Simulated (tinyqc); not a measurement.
Short-channel transistor, virtual-source model with series resistance: effect of the drain-induced barrier lowering on the on and off currents.

The current per gate width is the charge at the top of the source barrier (the virtual source) times its velocity times a saturation function; al and be are fitting constants of the model. Units: I in uA/um, Rs in ohm um, so I Rs = 1e-6 I Rs in volts; Q in uC/cm^2, so I = 1e-4 Q vx0 Fsat with vx0 in cm/s.

Intrinsic voltages Vg' = Vgs - I Rs, Vd' = Vds - 2 I Rs. n = n0 + nd Vd', VT = VT0 - dl Vd', Ff = 1/(1 + exp((Vg' - VT + al Vt/2)/(al Vt))), Q = Cinv n Vt ln(1 + exp((Vg' - VT + al Vt Ff)/(n Vt))), Vdsat = (vx0 L/mu)(1 - Ff) + Vt Ff, Fsat = u/(1 + u^be)^(1/be) with u = Vd'/Vdsat, and I = Q vx0 Fsat per width. I is solved self-consistently. Ion is I at Vgs = Vds = 1 V, Ioff at Vgs = 0, Vds = 1 V, and Rlin = Vds/I at Vgs = 1 V, Vds = 0.05 V.

Parameters, values chosen for the exercise:
- T = 300 K (temperature)
- Cinv = 3.81 uF/cm^2 (inversion capacitance)
- vx0 = 1.33e7 cm/s (velocity at the virtual source)
- mu = 1400 cm^2/(V s) (apparent mobility)
- L = 20 nm (channel length)
- VT0 = 0.425 V (threshold at zero drain voltage)
- n0 = 1.34 (subthreshold factor)
- nd = 0 1/V (growth of n with drain voltage)
- al = 3.5 (threshold shift (in units of Vt) from weak to strong inversion)
- be = 2 (sharpness of saturation)
- Rs = 120 ohm um (series resistance of each contact)

Constants: q = 1.602176634e-19 C, kB = 1.380649e-23 J/K, Vt = kB T/q. Results are converted to the units shown.

Effect of the drain-induced barrier lowering on the on and off currents:
```
dl (V/V),Ion (uA/um),Ioff (nA/um),log10(Ion/Ioff),Rlin (ohm um)
0,1814.6,10.805,5.2252,246.83
0.04,1883.1,33.566,4.7490,246.83
0.08,1947.8,103.10,4.2763,246.83
0.12,2009.0,311.26,3.8099,246.83
0.16,2067.0,915.46,3.3537,246.83
0.2,2121.9,2587.8,2.9138,246.83
0.24,2174.0,6888.5,2.4991,246.82
0.28,2223.6,16787,2.1221,246.82
```

As dl goes from 0 to 0.28 V/V, Ion rises from 1810 to 2220 uA/um, Ioff rises from 10.8 to 16800 nA/um and Rlin stays near 247 ohm um. Ion changes by a factor of 1.23 and Ioff by 1550. The off current depends on it through an exponential, the on current about linearly. For dl = 0.2 to 0.28 V/V the off current passes 1 uA/um, so the device is hardly off at Vgs = 0.

Computed by the program tinyqc: `OMP_NUM_THREADS=1 python tinyqc.py 2380020 2380021 out.jsonl`, one thread of a shared Intel Xeon 2.30GHz, about 0.01 s for the whole run.
